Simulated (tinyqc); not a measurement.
# Ellipsometry and reflectance of a transparent film on an absorbing substrate: effect of the angle of incidence

Air (index 1), film, substrate with N2 = n2 - i k2; time factor exp(+i w t). q_j = sqrt(N_j^2 - sin^2 th), root with positive real part. Fresnel coefficients r_s = (q_a - q_b)/(q_a + q_b), r_p = (N_b^2 q_a - N_a^2 q_b)/(N_b^2 q_a + N_a^2 q_b). tan(Psi) exp(i Delta) = R_p/R_s, Delta taken from 0 to 360 degrees.

beta = 2 pi d q1/lam, X = exp(-2 i beta), R = (r01 + r12 X)/(1 + r01 r12 X) for p and s. dDelta/dd is the derivative of Delta; period lam/(2 q1).

Values chosen for this exercise; indices close to those of photoresist on silicon: wavelength lam = 405 nm; index of the transparent film n1 = 1.652; film thickness d = 6.3 nm; index of the substrate n2 = 5.42; extinction coefficient of the substrate k2 = 0.329.

Results:
```
th (degrees)  Psi (degrees)  Delta (degrees)   |R_p|^2  |R_s|^2  dDelta/dd (degrees/nm)  period (nm)
50                   35.379           172.37   0.30919  0.61316                 -1.0139       138.35
55                   32.767           170.01   0.26770  0.64619                 -1.3238       141.15
60                   29.526           166.76   0.21918  0.68331                 -1.7460       143.94
65                   25.425           161.85   0.16377  0.72470                 -2.3653       146.61
70                   20.167           153.17   0.10393  0.77053                 -3.3701       149.04
80                   10.979           72.299  0.032966  0.87598                -0.65568       152.67
85                   23.364           21.210   0.17462  0.93569                  1.7300       153.66
```

Estimate the missing row, th = 75 degrees.

Computed row:
```
th (degrees)  Psi (degrees)  Delta (degrees)   |R_p|^2  |R_s|^2  dDelta/dd (degrees/nm)  period (nm)
75                   13.774           132.64  0.049335  0.82093                 -4.9037       151.10
```

With this row back in the table: Psi goes from 35.4 through a minimum of 11.0 (at th = 80 among the rows listed) to 23.4 degrees and |R_p|^2 goes from 0.309 through a minimum of 0.0330 (at th = 80 among the rows listed) to 0.175. The slope of Delta is largest in size, 4.90 degrees/nm, at th = 75 among the rows. The bare substrate has its smallest |R_p| near arctan(n2) = 79.5 degrees.

Numbers from tinyqc (`OMP_NUM_THREADS=1 python tinyqc.py 2870226 2870227 out.jsonl`; about 0.01 s on one thread of a shared Intel Xeon 2.30GHz).
